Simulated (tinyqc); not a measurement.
# One electron in a tunnel-coupled double dot: charge qubit, sensing and quantum capacitance, step by step

Computed by the program tinyqc: `OMP_NUM_THREADS=1 python tinyqc.py 2470027 2470028 out.jsonl`, one thread of a shared Intel Xeon 2.30GHz, about 0.01 s for the whole run. Printed values are rounded.

Basis (left, right), H = [[ep/2, tc], [tc, -ep/2]], splitting Om = sqrt(ep^2 + 4 tc^2), ep = al times the gate voltage. In equilibrium the electron is on the right with the chance P_R = [1 + (ep/Om) tanh(Om/2 kB T)]/2.

Parameters, values chosen for the exercise:
```
symbol,value,unit,meaning
tc,5.6,ueV,tunnel coupling
T,0.089,K,electron temperature
al,0.5,eV/V,lever arm of the gate on the detuning
Cp,0.4,pF,parasitic capacitance of the resonator
f0,418,MHz,resonator frequency
Q,49,,loaded quality factor
se,1.5,ueV,deviation of quasi-static detuning noise
ep,16.8,ueV,detuning
```

Constants: q = 1.602176634e-19 C, kB = 1.380649e-23 J/K, hbar = 1.054571817e-34 J s, h = 6.62607015e-34 J s, Vt = kB T/q. Results are converted to the units shown.

## Splitting and occupation

Also the frequency Om/h, the mixing angle arctan2(2 tc, ep) and the weight of the right dot in the ground state, (1 + ep/Om)/2.

Om = 20.19109 ueV
Om/h = 4.882183 GHz
mixing angle = 33.69007 degree
ground-state weight = 0.9160251
kB T = 7.669427 ueV
P_R = 0.8602236

## Capacitance seen by a resonator

q^2 al^2 dP_R/d(ep) splits into Cq = q^2 al^2 (2 tc^2/Om^3) tanh(Om/2 kB T) and Ct = q^2 al^2 (ep/Om)^2/(4 kB T cosh^2(Om/2 kB T)); Ct appears only if relaxation is faster than the drive. A resonator of frequency f0, capacitance Cp and quality factor Q shifts by df = -f0 Cq/(2 Cp) and its phase by -2 Q Cq/Cp.

Cq = 264.2591 aF
Ct = 226.2217 aF
df = -138.0754 kHz
phase shift = -3709.528 millidegree

## Dephasing by charge noise

Noise in ep shifts Om by (ep/Om) d + (2 tc^2/Om^3) d^2. For Gaussian d of deviation se the spread of Om is sqrt[(ep se/Om)^2 + 2 (2 tc^2 se^2/Om^3)^2], and T2* is estimated as sqrt(2) hbar/spread; Om T2*/h counts the oscillations within T2*.

first-order spread = 1.248075 ueV
second-order spread = 0.02424513 ueV
T2* = 0.7456894 ns
oscillations within T2* = 3.640592

At ep = 0 the first-order term vanishes and T2* would be 6.55 ns.
